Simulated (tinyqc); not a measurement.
Strain and the order of the valence edges: six-band k.p model of the valence band of a wurtzite crystal.

At k = 0: E1 = D1c + D2c + Te + Le (pure HH); E2, E3 = Le + u +/- sqrt(u^2 + 2 D3c^2), u = (D1c - D2c + Te)/2, D1c = Dcr, D2c = D3c = Dso/3. The weight of LH in state 2 is fL = (E2 - Le)^2/((E2 - Le)^2 + 2 D3c^2). Relative strengths of transitions to the conduction band: for E perpendicular to c (TE) 1/2, fL/2, (1 - fL)/2; for E along c (TM) 0, 1 - fL, fL, with one momentum element for both directions.

Strain of a c-plane layer: exx = eyy = e_par, ezz = -2 (C13/C33) e_par; Le = D1 ezz + D2 (exx + eyy), Te = D3 ezz + D4 (exx + eyy).

Conduction edge: Ec = (top of the unstrained valence band) + Eg + (a1 + D1) ezz + (a2 + D2)(exx + eyy).
Constants: kB = 8.617333262e-05 eV/K.

Inputs chosen for the exercise (near those of AlN; the results hold for these values, not for the real material): Dcr = -0.1777 eV (crystal-field splitting); Dso = 0.0197 eV (spin-orbit splitting); Eg = 6.196 eV (direct gap at Gamma from the top of the unstrained valence band); a1 = -3.46 eV (gap potential along c); a2 = -12.32 eV (gap potential in the plane); D1 = -17.71 eV; D2 = 8.07 eV; D3 = 8.6 eV; D4 = -4.04 eV; C13 = 111 GPa; C33 = 383 GPa; T = 300 K (temperature).

Edges from the unstrained top. Degree of polarisation (TE - TM)/(TE + TM), each state weighted by exp(E/kT) alone (equal densities of states).

Results:

| e_par (%) | E1 (meV) | E2 (meV) | E3 (meV) | fL | lowest transition (eV) | polarisation |
|---|---|---|---|---|---|---|
| -1.20 | -331.7 | -314.5 | -347.7 | 0.086 | 6.4652 | -0.375 |
| -0.90 | -291.7 | -236.8 | -306.1 | 0.018 | 6.3989 | -0.810 |
| -0.60 | -251.6 | -158.1 | -265.6 | 0.008 | 6.3315 | -0.951 |
| -0.30 | -211.6 | -79.1 | -225.3 | 0.004 | 6.2638 | -0.987 |
| 0.00 | -171.6 | 0.0 | -185.2 | 0.003 | 6.1960 | -0.995 |
| 0.30 | -131.6 | 79.1 | -145.1 | 0.002 | 6.1282 | -0.998 |
| 0.60 | -91.6 | 158.3 | -105.0 | 0.001 | 6.0603 | -0.999 |
| 0.90 | -51.5 | 237.5 | -65.0 | 0.001 | 5.9925 | -0.999 |
| 1.20 | -11.5 | 316.6 | -24.9 | 0.001 | 5.9246 | -0.999 |

E1 = E2 requires Dcr + Te = 0, which here falls at e_par = -1.36 %, outside the sweep, so state 2 stays on top. The polarisation goes from -0.37 to -1.00; the lowest transition moves by -225 meV per 1 % on average.

(tinyqc, `OMP_NUM_THREADS=1 python tinyqc.py 1080028 1080029 out.jsonl`, Intel(R) Xeon(R) Processor @ 2.30GHz, 1 thread, shared host, about 0.01 s.)
